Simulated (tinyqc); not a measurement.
Stress and current directions compared.

A cubic crystal with four conduction valleys along the <111> axes; non-degenerate electrons, one relaxation time, masses unchanged. Stress s_ij = X a_i a_j with a the unit vector along the stress; strain e_ii = s11 s_ii + s12 (s_jj + s_kk), e_ij = s44 s_ij/2. Valley shift dE = Xu (n.e.n - trace(e)/3) with n the valley axis; share f proportional to exp(-dE/Vt). Inverse mass along the current d: (n.d)^2/ml + (1 - (n.d)^2)/mt; mu/mu0 = sum f (1/m) over the plain mean of 1/m. Rows: direction of the stress, of size |X|; columns: direction of the current and sign.

Inputs (values chosen for the exercise); values close to those of germanium:

| symbol | value | unit | meaning |
|---|---|---|---|
| T | 273 | K | temperature |
| s11 | 9.73 | 1/TPa | compliance |
| s12 | -2.74 | 1/TPa | compliance |
| s44 | 15 | 1/TPa | compliance |
| Xu | 16.9 | eV | shear deformation potential |
| ml | 1.55 | m0 | longitudinal mass |
| mt | 0.0809 | m0 | transverse mass |
| X | -860 | MPa | uniaxial stress (tension positive) |

Constants: q = 1.602176634e-19 C, kB = 1.380649e-23 J/K, Vt = kB T/q. Results are converted to the units shown.

mu/mu0:

|  | I [100], tension | I [100], compression | I [110], tension | I [110], compression |
|---|---|---|---|---|
| [100] | 1.0000 | 1.0000 | 1.0000 | 1.0000 |
| [110] | 1.0000 | 1.0000 | 1.4216 | 0.57839 |
| [001] | 1.0000 | 1.0000 | 1.0000 | 1.0000 |
| [111] | 1.0000 | 1.0000 | 1.1506 | 0.56680 |

The largest gain, 1.42, is for stress along [110], tension, current along [110]; the largest loss, 0.567, for [111], compression, current along [110]. Entries equal to one are cases in which the valleys are not split or have equal mass along the current.

Computed by the program tinyqc: `OMP_NUM_THREADS=1 python tinyqc.py 2530143 2530144 out.jsonl`, one thread of a shared Intel Xeon 2.30GHz, about 0.01 s for the whole run.
